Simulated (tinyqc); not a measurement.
Bound state in one dimension: Numerov shooting, finite differences, DVR, step by step. Computed by tinyqc, a small Python program that keeps every step. Settings: points = 64. Command: `OMP_NUM_THREADS=1 python tinyqc.py 25901 25902 out.jsonl` (the two numbers bound the seeds that draw the settings). One thread of a shared host (Intel(R) Xeon(R) Processor @ 2.60GHz), about 0.01 s of CPU time with the checks.

## Numerov steps at E = 0.1

One particle of mass 1 in V = 2.52 (x^2 - 1.76^2)^2 / 1.76^4 (atomic units), psi = 0 at both ends:

| parameter | value |
|---|---|
| left end | -3.400000 |
| right end | 3.400000 |
| intervals | 64 |
| h | 0.106250 |
| state sought (nodes) | 0 |

k_i = 2 m (E - V_i); (1 + h^2 k_(i+1)/12) y_(i+1) = 2 (1 - 5 h^2 k_i/12) y_i - (1 + h^2 k_(i-1)/12) y_(i-1), from y_0 = 0, y_1 = 0.001.

Points along the way:

| i | x | V | k | y |
|---|---|---|---|---|
| 0 | -3.400000 | 18.807755 | -37.415511 | 0.000000 |
| 1 | -3.293750 | 15.779256 | -31.358513 | 0.001000 |
| 2 | -3.187500 | 13.100073 | -26.000146 | 0.002353 |
| 3 | -3.081250 | 10.745704 | -21.291409 | 0.004398 |
| 4 | -2.975000 | 8.692454 | -17.184908 | 0.007503 |
| 5 | -2.868750 | 6.917427 | -13.634854 | 0.012065 |
| 21 | -1.168750 | 0.787511 | -1.375023 | 0.298550 |
| 22 | -1.062500 | 1.017903 | -1.835805 | 0.328624 |
| 23 | -0.956250 | 1.251790 | -2.303579 | 0.365551 |
| 24 | -0.850000 | 1.481541 | -2.763082 | 0.412039 |
| 25 | -0.743750 | 1.700329 | -3.200658 | 0.471450 |
| 26 | -0.637500 | 1.902128 | -3.604257 | 0.547985 |

## Bisection on the node count

With more sign changes than the state has nodes (the last point included) the energy is too high, else too low; the bracket starts as 0.1 to 12.

Trials:

| trial | E | sign changes | y at the right end | next |
|---|---|---|---|---|
| 1 | 6.05000000 | 5 | -4.60e-02 | lower |
| 2 | 3.07500000 | 3 | -2.98e-01 | lower |
| 3 | 1.58750000 | 2 | 4.52e+00 | lower |
| 4 | 0.84375000 | 0 | 2.45e+01 | raise |
| 5 | 1.21562500 | 2 | 3.15e-02 | lower |
| 6 | 1.02968750 | 0 | 2.85e+00 | raise |
| 7 | 1.12265625 | 0 | 2.13e-01 | raise |
| 8 | 1.16914063 | 1 | -8.98e-02 | lower |
| 9 | 1.14589844 | 1 | -1.71e-03 | lower |
| 10 | 1.13427734 | 0 | 8.83e-02 | raise |
| 11 | 1.14008789 | 0 | 3.92e-02 | raise |
| 12 | 1.14299316 | 0 | 1.77e-02 | raise |
| 13 | 1.14444580 | 0 | 7.76e-03 | raise |
| 14 | 1.14517212 | 0 | 2.97e-03 | raise |
| ... | ... | ... | ... | ... |
| 29 | 1.14563079 | 1 | -1.42e-08 | lower |
| 30 | 1.14563078 | 0 | 5.69e-08 | raise |
| 31 | 1.14563078 | 0 | 2.14e-08 | raise |

eigenvalue = 1.14563078 hartree

## The same grid by other methods

Three-point finite differences and the sine-DVR kinetic matrix of Colbert and Miller on the same points.

Lowest levels (hartree):

| state | finite differences | DVR |
|---|---|---|
| 0 | 1.143960 | 1.145637 |
| 1 | 1.208266 | 1.210126 |
| 2 | 2.775314 | 2.779195 |
